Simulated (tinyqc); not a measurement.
Bond unit of a tetrahedral oxide and its oxygen vacancy in tight binding: one step. Levels, weights and charge. Two cases, with inputs chosen for the exercise.

Question. Diagonalise; the four lowest levels are filled. The excess of electrons on oxygen is twice the oxygen weight of the filled levels less 6.

Case 1.

H (eV), lower triangle:
```
           h1         h2           s          px          py          pz
h1  -9.485000
h2          0  -9.485000
s   -5.555292  -5.555292  -34.320000
px   7.569838  -7.569838           0  -16.540000
py          0          0           0           0  -16.540000
pz   1.609019   1.609019           0           0           0  -16.540000
```

Case 2.

H (eV), lower triangle:
```
           h1         h2           s          px          py          pz
h1  -9.367500
h2          0  -9.367500
s   -5.695927  -5.695927  -33.410000
px   7.761471  -7.761471           0  -16.440000
py          0          0           0           0  -16.440000
pz   1.649752   1.649752           0           0           0  -16.440000
```

Give: levels; weights; highest filled to lowest empty; excess electrons on oxygen.

Answer.

Case 1.

levels (eV): -36.6168  -24.2841  -17.0070  -16.5400  -6.7212  -1.7409

weights:
```
    level 1  level 2  level 3  level 4  level 5  level 6
h1    0.039    0.172    0.020    0.000    0.441    0.328
h2    0.039    0.172    0.020    0.000    0.441    0.328
s     0.920    0.000    0.008    0.000    0.071    0.000
px    0.000    0.656    0.000    0.000    0.000    0.344
py    0.000    0.000    0.000    1.000    0.000    0.000
pz    0.001    0.000    0.952    0.000    0.047    0.000
```

highest filled to lowest empty = 9.8188 eV
excess electrons on oxygen = 1.075

The highest filled level is the py orbital of oxygen (100 %) and the lowest empty one is 88 % cation hybrid, even under exchange of the two cations. The spacing is that of an isolated unit and exceeds the gap of the solid.

Case 2.

levels (eV): -35.8832  -24.4357  -16.9142  -16.4400  -6.4201  -1.3718

weights:
```
    level 1  level 2  level 3  level 4  level 5  level 6
h1    0.043    0.173    0.020    0.000    0.437    0.327
h2    0.043    0.173    0.020    0.000    0.437    0.327
s     0.913    0.000    0.009    0.000    0.078    0.000
px    0.000    0.653    0.000    0.000    0.000    0.347
py    0.000    0.000    0.000    1.000    0.000    0.000
pz    0.001    0.000    0.951    0.000    0.047    0.000
```

highest filled to lowest empty = 10.0199 eV
excess electrons on oxygen = 1.056

The highest filled level is the py orbital of oxygen (100 %) and the lowest empty one is 87 % cation hybrid, even under exchange of the two cations. The spacing is that of an isolated unit and exceeds the gap of the solid.

Computed by tinyqc, one run a case: `OMP_NUM_THREADS=1 python tinyqc.py N N+1 out.jsonl` with N = 1452140, 1452419; one thread of a shared Intel(R) Xeon(R) Processor @ 2.30GHz, about 0.01 s a run at most.
